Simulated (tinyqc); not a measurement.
MESFET, gradual channel with velocity saturation: one step of the calculation.

A uniformly doped n-type channel, depleted from the top by a Schottky gate; at channel potential V the depleted share of a is u = sqrt((Vbi - Vg + V)/Vp), s at the source. Electrons drift with v = mu E/(1 + mu E/vsat). Abrupt depletion edge, no series resistance, source at 0.

Question. The saturation point by Newton steps. a is the channel (half-)thickness, Vp its pinch-off voltage and Z = mu Vp/(vsat L); an iterate with u > 1 is an overshoot, not a physical state. f = (1 - u)(1 + Z (u^2 - s^2)) - Z F/3, F = 3 (u^2 - s^2) - 2 (u^3 - s^3); f' = -(1 + Z (u^2 - s^2)); u(new) = u - f/f'.

u after iteration 1 = 0.99981909
Z = 2.6838370
s = 0.85073407

Wanted: f; f'; u after iteration 2.

Answer.

f = -0.05353
f' = -1.740
u after iteration 2 = 0.9691

Numbers from tinyqc (`OMP_NUM_THREADS=1 python tinyqc.py 2500142 2500143 out.jsonl`; about 0.06 s on one thread of a shared Intel Xeon 2.30GHz).
